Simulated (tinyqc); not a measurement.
# Worked calculation: resistive crossbar, vector-matrix product with wire resistance

Program tinyqc, `OMP_NUM_THREADS=1 python tinyqc.py 2880148 2880149 out.jsonl`; Intel Xeon 2.30GHz, shared host, one thread, about 0.04 s. Printed values are rounded.

2 rows and 2 columns. Cell (i, j) joins row node wij to column node bij. Each row is driven at its left end through one wire segment rw; neighbouring nodes along a row or a column are joined by rw; each column ends below the last row in one more rw and a virtual ground, where its current is read. Ideal output: I_j = sum_i V_i G_ij.

Inputs (values chosen for the exercise):
```
symbol        value  unit                                     meaning
rw               50   ohm  wire resistance between neighbouring cells
V       [0.3, 0.18]     V                  input voltages of the rows
```

## The nodal equations

cell conductances G (uS):
```
       column 1  column 2
row 1       180        59
row 2        90       110
```

Kirchhoff current law at every node, A x = b: A holds the sum of the conductances at a node on the diagonal and minus the conductance between two nodes off it (wire conductance 1/rw); b = V_i/rw at the first node of row i.

A (uS):
```
        w11      w12     w21     w22     b11      b12     b21     b22
w11   40180   -20000       0       0    -180        0       0       0
w12  -20000  20059.0       0       0       0      -59       0       0
w21       0        0   40090  -20000       0        0     -90       0
w22       0        0  -20000   20110       0        0       0    -110
b11    -180        0       0       0   20180        0  -20000       0
b12       0      -59       0       0       0  20059.0       0  -20000
b21       0        0     -90       0  -20000        0   40090       0
b22       0        0       0    -110       0   -20000       0   40110
```

b (uA): w11 6000, w12 0, w21 3600, w22 0, b11 0, b12 0, b21 0, b22 0

## Node voltages and column currents

Solve A x = b; I_j = b2j/rw.

row nodes (mV): w11 296.521, w12 295.657, w21 178.248, w22 177.283
column nodes (mV): b11 6.01591, b12 2.69348, b21 3.40136, b22 1.82924
column currents (uA): column 1 68.0272, column 2 36.5848

## Error against the ideal product

Ideal I_j = sum_i V_i G_ij; error = I/ideal - 1.

ideal currents (uA): column 1 70.2, column 2 37.5
error (%): column 1 -3.095, column 2 -2.441

The largest error is in column 1. All currents fall short, since the wires take part of the voltage.
